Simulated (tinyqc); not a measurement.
Koster-Slater impurity in a tight-binding band, by Green functions and by supercells: one step, computed by the program tinyqc. Command: `OMP_NUM_THREADS=1 python tinyqc.py 3020460 3020461 out.jsonl kosterslater walk`. One thread of a shared host (Intel(R) Xeon(R) Processor @ 2.30GHz), about 0.04 s of CPU time with the checks.

One orbital per site, e(k) = -2 t sum cos(k_i) over 2 direction(s), band from -4 t to 4 t, lattice constant 1. One site has the extra energy U. Spin is left out.

Problem. The bound state. Outside the band G0(E) = (2/(pi E)) K(m), m = 16 t^2/E^2, K the complete elliptic integral with parameter m. A bound state solves 1/U = G0(E). Bisection in ln(distance from the edge) between 1e-5 t and |U| + t. Weight on the impurity site: -1/(U^2 dG0/dE), by a central difference with step min(1e-4 t, distance/30). Decay length along an axis: 1/arccosh(1 + distance/(2 t)).

Inputs (values chosen for the exercise, for a model band): hopping t = 0.88 eV; impurity potential U = -2.02 eV.

Lattice: square.

Give: level E_b; distance from the band edge; weight on the impurity site; decay length.

Solution.

level E_b = -3.630 eV

distance from the band edge = 0.1101 eV

weight on the impurity site = 0.2833

decay length = 2.842 sites

The state is shallow: most of it spreads over the host.
